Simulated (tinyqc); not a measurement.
Telling the models apart: thermal, flicker and telegraph noise of a field-effect transistor. Computed by tinyqc, a small Python program. Command: `OMP_NUM_THREADS=1 python tinyqc.py 3009163 3009164 out.jsonl noise walk`. One thread of a shared host (Intel(R) Xeon(R) Processor @ 2.30GHz), about 0.01 s of CPU time with the checks.

Strong inversion, threshold roll-off and channel-length modulation left out; noise sources are uncorrelated and are given as one-sided spectral densities.

Inputs (values chosen for the exercise, modelled on a high-k silicon transistor):

| quantity | value | unit |
|---|---|---|
| width W | 29 | micrometre |
| length L | 1600 | nm |
| electrical oxide thickness t | 6.7 | nm |
| mobility mu | 430 | cm^2/(V s) |
| saturation velocity v_s | 0.72 | 1e7 cm/s |
| oxide trap density N_t | 2.6e+16 | 1/(eV cm^3) |
| oxide barrier phi | 2.5 | eV |
| oxide mass m_ox | 0.21 | m_0 |
| Coulomb scattering coefficient alpha_sc | 5500 | V s/C |
| frequency f | 400 | Hz |
| temperature T | 200 | K |

Operating region: saturation. Flicker model: number with correlated mobility.

Constants: eps_0 = 8.8541878128e-12 F/m; hbar = 1.054571817e-34 J s; m_0 = 9.1093837015e-31 kg; e = 1.602176634e-19 C; k_B = 8.617333262e-05 eV/K.

Method. C_ox = 3.9 eps_0/t; V_c = 2 v_s L/mu; I = W C_ox v_s V_ov^2/(V_ov + V_c); g_m = W C_ox v_s V_ov (V_ov + 2 V_c)/(V_ov + V_c)^2; g_d0 = mu C_ox (W/L) V_ov. Tunnelling length lambda = hbar/(2 sqrt(2 m_ox phi)); flat-band noise S_Vfb = e^2 k_B T lambda N_t/(W L C_ox^2 f). S_I = g_m^2 S_Vfb (1 + alpha_sc mu C_ox I/g_m)^2.

Against the overdrive:

| V_ov (V) | I (microampere) | (g_m/I)^2 (1/V^2) | S_I/I^2 (1/Hz) | S_I/g_m^2 (V^2/Hz) |
|---|---|---|---|---|
| 0.20 | 77.4 | 96.434 | 3.8296e-13 | 3.9712e-15 |
| 0.25 | 119.9 | 61.179 | 2.5685e-13 | 4.1984e-15 |
| 0.32 | 194.1 | 36.892 | 1.6714e-13 | 4.5305e-15 |
| 0.40 | 299.0 | 23.293 | 1.1485e-13 | 4.9304e-15 |
| 0.50 | 459.3 | 14.664 | 8.0088e-14 | 5.4617e-15 |
| 0.63 | 713.3 | 9.046 | 5.6138e-14 | 6.2061e-15 |
| 0.80 | 1118.4 | 5.464 | 3.9751e-14 | 7.2744e-15 |
| 1.00 | 1692.5 | 3.396 | 2.9458e-14 | 8.6752e-15 |

S_I/I^2 falls as V_ov^-1.79 at first and V_ov^-1.34 at the end; (g_m/I)^2 as V_ov^-2.04 and V_ov^-2.13. The input-referred noise rises by a factor 2.18, because trapped charge also scatters, and that term grows with I/g_m.
